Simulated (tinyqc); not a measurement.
Potential-pH (Pourbaix) lines of a metal, its cation, its oxide and an oxyanion, with a complexing ligand: one step, computed by the program tinyqc.

Potentials are against the standard hydrogen electrode; solids and water have unit activity; dG_f of M, H+ and the electron is zero; F = e N_A and s = R T ln(10)/F. The cation carries z = 3.

Question. Standard potentials. M3+ + 3e = M; (1/2) M2O3 + 3H+ + 3e = M + (3/2) H2O; MO2(-) + 4H+ + 3e = M + 2H2O. For each, E0 = -dG/(z F), and E = E0 + (s/z) log10 a - (s n_H/z) pH, with no activity term for the oxide.

Inputs (values chosen for the exercise, modelled on gallium):
```
quantity                value    unit
dG_f of the cation     -161.3  kJ/mol
dG_f of the oxide     -1000.6  kJ/mol
dG_f of the oxyanion  -528.48  kJ/mol
dG_f of water         -237.14  kJ/mol
temperature T          298.15       K
```

Species: M, M3+, M2O3, MO2(-).

Constants: R = 8.314462618 J/(mol K); e = 1.602176634e-19 C; N_A = 6.02214076e+23 1/mol.

Give: s; E0.

Answer.

s = 0.05916 V

E0 (V): cation -0.5573, oxide -0.4995, oxyanion -0.1872

The metal is less noble than hydrogen.
